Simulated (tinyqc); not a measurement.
Worked calculation: k.p values derived from sp3s* tight binding at Gamma. Values are carried at full precision from step to step, so a last printed digit may differ when a step is redone from the rounded ones.

At Gamma the states are two-level mixtures: s-like S+ (upper) and S- (lower) from [[Esa, Vss], [Vss, Esc]], p-like P- (valence) and P+ from [[Epa, Vxx], [Vxx, Epc]], and the bare s* levels. With real k in 1/angstrom and kz = 0, the phase sums over the four bonds are g0 = 1 - (a k/4)^2/2, g1 = i a kx/4, g3 = -(a/4)^2 kx ky to second order. Each mixture is written (anion, cation) with the anion part positive. c = hbar^2/2m0. No spin-orbit coupling.

Constants: hbar^2/2m0 = 3.80998211 eV angstrom^2.

Values chosen for the exercise (near a published set for InAs, fitted to gaps, whose masses and valley positions are rough; the results hold for these values, not for the real material):
```
symbol  value   unit      meaning
Esa     -9.565  eV        s level of the anion
Esc     -2.743  eV        s level of the cation
Epa     0.903   eV        p level of the anion
Epc     3.712   eV        p level of the cation
Vss     -5.636  eV        s-s
Vxx     1.822   eV        px-px
a       6.061   angstrom  lattice constant
Vsapc   3.033   eV        s anion, p cation
Vscpa   5.482   eV        s cation, p anion
Vxapc   3.406   eV        s* anion, p cation
Vpaxc   3.927   eV        p anion, s* cation
Exa     7.46    eV        s* level of the anion
Exc     6.779   eV        s* level of the cation
Vxy     4.485   eV        px-py
```

## States at Gamma

Solve the two blocks.

States:
```
state      E (eV)  anion part  cation part
S-     -12.741823   0.8711410    0.4910329
P-       0.006999   0.8973626   -0.4412940
S+       0.433823   0.4910329   -0.8711410
P+       4.608001   0.4412940    0.8973626
```

## Linear terms and the Kane energy

<s state|dH/dkx|x state> = i P with P = (a/4)(sa pc Vsapc + sc pa Vscpa), sa, sc and pa, pc being the parts of the two states; for s* on the anion P = (a/4) pc Vxapc, on the cation (a/4) pa Vpaxc. Ep = P^2/c for S+ to P-.

Couplings:
```
pair       P (eV angstrom)  E(first) - E(second) (eV)
S+ to P-         -7.489367                   0.426824
S+ to P+         -1.168253                  -4.174177
S- to P-          1.893433                 -12.748823
s*a to P-        -2.277492                   7.453001
s*c to P-         5.339654                   6.772001
```

Ep = 14.722 eV

The two terms of S+ to P- have the same sign and add: S+ and P- both change sign from anion to cation. An on-site momentum element between s and p, which real atoms have, is absent from this model.

## Electron mass

m0/m = [<S+|d2H/dkx^2|S+>/2 + sum P^2/(E(S+) - E(P))]/c over P- and P+, with the direct term -(a/4)^2 sa sc Vss.

parts of m0/m: direct -1.453, from P- 34.492, from P+ -0.086

mass = 0.0303 m0

The valence band supplies 105 % of m0/m; the direct term, which stands in for the free-electron 1, is -1.45. Sets of this kind were fitted to gaps and often give too heavy a mass, by up to a factor of two.

## Valence parameters L, M, N and the Luttinger values

Direct terms d0 = -(a/4)^2 pa pc Vxx, dN = -2 (a/4)^2 pa pc Vxy for P-. F = sum P^2/(E(P-) - E(s)) over S+, S-, s*a, s*c. The y state of P- couples to the z state of P+ through Q = (a/4) Vxy (pa p'c - pc p'a), primes for P+, and H1 = Q^2/(E(P-) - E(P+)). L = d0 + F, M = d0 + H1, N = dN + F + H1; g1 = -(L + 2M)/(3c), g2 = -(L - M)/(6c), g3 = -N/(6c).

d0, dN, F, Q, H1 (eV angstrom^2; Q in eV angstrom): [1.6566, 8.1556, -136.0389, 6.7959, -10.0379]

L, M, N (eV angstrom^2): [-134.382, -8.381, -137.921]

g1, g2, g3: [13.224, 5.512, 6.033]

Along [100] the masses without spin-orbit coupling are c/|L| = 0.028 (one band) and c/|M| = 0.455 (two bands).

## Checks

- Electron mass against a finite difference of the full bands: 0.03035 against 0.03036.
- L and M against finite differences along [100]: largest relative difference 3.0e-04.
- Lowest curvature along [111], (L + 2M + 2N)/3, against a finite difference: -142.33 against -142.29.

tinyqc: `OMP_NUM_THREADS=1 python tinyqc.py 1481754 1481755 out.jsonl`; about 0.01 s, one thread, shared Intel(R) Xeon(R) Processor @ 2.30GHz.
